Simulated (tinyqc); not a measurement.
# Worked calculation: hot electrons in a saturated n-channel MOSFET, lucky-electron model

Program tinyqc, `OMP_NUM_THREADS=1 python tinyqc.py 2550023 2550024 out.jsonl`; Intel Xeon 2.30GHz, shared host, one thread, about 0.01 s. Printed values are rounded.

Beyond pinch-off the lateral field grows as Esat cosh(y/l) over the velocity-saturated region (pseudo-two-dimensional model). Impact ionisation in this region gives the substrate current, which biases the body forward through Rsub. Currents are per width. Local-field laws: they overstate ionisation when the field peak is narrower than an energy relaxation length.

Parameters, values chosen for the exercise; values close to those of silicon n-channel devices: channel length L = 0.35 um; oxide thickness tox = 6.6 nm; junction depth xj = 110 nm; threshold VT = 0.69 V; effective mobility mu = 370 cm^2/(V s); saturation velocity vs = 9.3e6 cm/s; ionisation prefactor Ai = 2e6 1/cm; ionisation field Bi = 1.72 MV/cm; resistance of the lightly doped drain Rd = 400 ohm um; substrate resistance Rsub = 2900 ohm um; fall of VT per volt of forward body bias kb = 0.25; hot-electron mean free path lm = 7.9 nm; oxide barrier pb = 3.2 V; prefactor of the gate current Cg = 0.0018; lifetime exponent m = 3.1; lifetime constant Hl = 650 s uA/um; drain voltage Vd = 2.9 V; gate voltage Vg = 1.9 V.

Constants: eps0 = 8.8541878128e-14 F/cm where lengths are in cm. Results are converted to the units shown.

## Length and field scales

Cox = 3.9 eps0/tox, l = sqrt(3 tox xj), Esat = 2 vs/mu.

Cox = 0.523202 uF/cm^2
l = 46.6690 nm
Esat = 0.0502703 MV/cm
Esat L = 1.75946 V

## Iteration 1: body bias from the substrate current

Vb at the start = 0 V

Cox = 3.9 eps0/tox. Overdrive g = Vg - VT + kb Vb; Vdsat = g Esat L/(g + Esat L); Id = Cox vs (g - Vdsat); dV = Vd - Id Rd - Vdsat; Em = sqrt((dV/l)^2 + Esat^2); Isub = Id (Ai/Bi) l Em exp(-Bi/Em). Vb(new) = Rsub Isub.

Vdsat = 0.716947 V
Id = 239.909 uA/um
dV = 2.08709 V
Em = 0.450027 MV/cm
Isub = 12.8217 uA/um
Vb after iteration 1 = 0.0371829 V

## Iteration 2: body bias from the substrate current

As before.

Vdsat = 0.720201 V
Id = 242.849 uA/um
dV = 2.08266 V
Em = 0.449084 MV/cm
Isub = 12.8481 uA/um
Vb after iteration 2 = 0.0372594 V

## Course of the iteration: body bias from the substrate current

Stop when Vb changes by less than 1e-9 V, or after 60 iterations.

Course of the iteration:

| iteration | Vb (V) | \|change\| (V) |
|---|---|---|
| 1 | 0.0371829 | 0.0372 |
| 2 | 0.0372594 | 7.65e-5 |
| 3 | 0.0372595 | 1.53e-7 |
| 4 | 0.0372595 | 3.08e-10 |

Converged in 4 iterations. At the end each change is about 0.0020 times the one before: linear convergence.

## Gate current, lifetime and channel shortening

Id = 242.855 uA/um
dV = 2.08265 V
Em = 0.449082 MV/cm
Isub = 12.8481 uA/um

Ig = Cg Id exp(-pb/(lm Em)); lifetime tau = (Hl/Id)(Isub/Id)^(-m); length of the saturated region dL = l ln[(dV/l + Em)/Esat]. 1 year = 3.15576e7 s.

Isub/Id = 0.0529046
Ig = 52.8892 pA/um
tau = 7.68483e-4 years
dL = 134.397 nm

The lifetime misses ten years. Integrating Ai exp(-Bi/E) over the cosh profile gives Isub/Id = 0.0438, so the closed form is 21 % above it.
